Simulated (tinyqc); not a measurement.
## Frequency dispersion of an accumulation capacitance by border traps, distributed model: capacitance and loss against frequency

Traps spread evenly through the insulator exchange electrons with the semiconductor by tunnelling, with tau(x) = t0 exp(2 ka x) at depth x from the interface. The admittance per area Y seen at depth x obeys dY/dx = -Y^2/(i w eps0 eox) + q Nb ln(1 + i w tau)/tau, with Y(0) = i w Cs and w = 2 pi f; the gate sees Y(tox) = G + i w C. Working variable y = Y/(i w), in uF/cm^2. Cox = eps0 eox/tox.

Cox; trap-free value 1/(1/Cox + 1/Cs); response depth d = ln(1/(w t0))/(2 ka), where w tau = 1; lumped estimate: all traps within d act as C_bt = q Nb d placed at d/2, so C = 1/{1/[1/(1/Cs + d/(2 eps0 eox)) + C_bt] + (tox - d/2)/(eps0 eox)}. C and G from a fine integration; dispersion -d C/d log10 f over C, from f times and over 1.1. For a broad spread of time constants G/w is close to -(pi/2) dC/d ln w.

Parameters, values chosen for the exercise; permittivity close to that of aluminium oxide:
- eox = 8.8 (relative permittivity of the insulator)
- tox = 4.9 nm (insulator thickness)
- Cs = 2.8 uF/cm^2 (semiconductor capacitance in accumulation)
- Nb = 5.2e19 cm^-3 eV^-1 (density of border traps)
- ka = 5.9 1/nm (decay constant of the wave function in the insulator)
- t0 = 2e-11 s (time constant of a trap at the interface)

Constants: q = 1.602176634e-19 C, eps0 = 8.8541878128e-14 F/cm where lengths are in cm. Results are converted to the units shown.

The same in every row: trap-free C (uF/cm^2) = 1.014.

Capacitance and loss against frequency:
```
f (Hz)	d (nm)	C (uF/cm^2)	G/w (uF/cm^2)	dispersion (% a decade)	-(pi/2) dC/d ln w (uF/cm^2)	lumped C (uF/cm^2)
10	1.737	1.289	0.02684	3.048	0.02681	1.255
100	1.542	1.251	0.02508	2.936	0.02506	1.223
1000	1.347	1.216	0.02347	2.827	0.02345	1.192
10000	1.151	1.182	0.02198	2.723	0.02196	1.163
1e5	0.9563	1.151	0.02060	2.621	0.02058	1.135
1e6	0.7612	1.122	0.01931	2.521	0.01930	1.108
1e7	0.5660	1.095	0.01811	2.424	0.01810	1.082
```

Read the table: what changes, and by how much?

C falls from 1.289 to 1.095 uF/cm^2, towards the trap-free 1.014; each decade of frequency removes ln 10/(2 ka) = 0.195 nm from the response depth. The dispersion falls from 3.05 to 2.42 % a decade and G/w falls from 0.0268 to 0.0181 uF/cm^2. G/w stays at 1.00 times -(pi/2) dC/d ln w, the relation for a broad spread of time constants.

Numbers from tinyqc (`OMP_NUM_THREADS=1 python tinyqc.py 2202097 2202098 out.jsonl`; about 0.4 s on one thread of a shared Intel Xeon 2.30GHz).
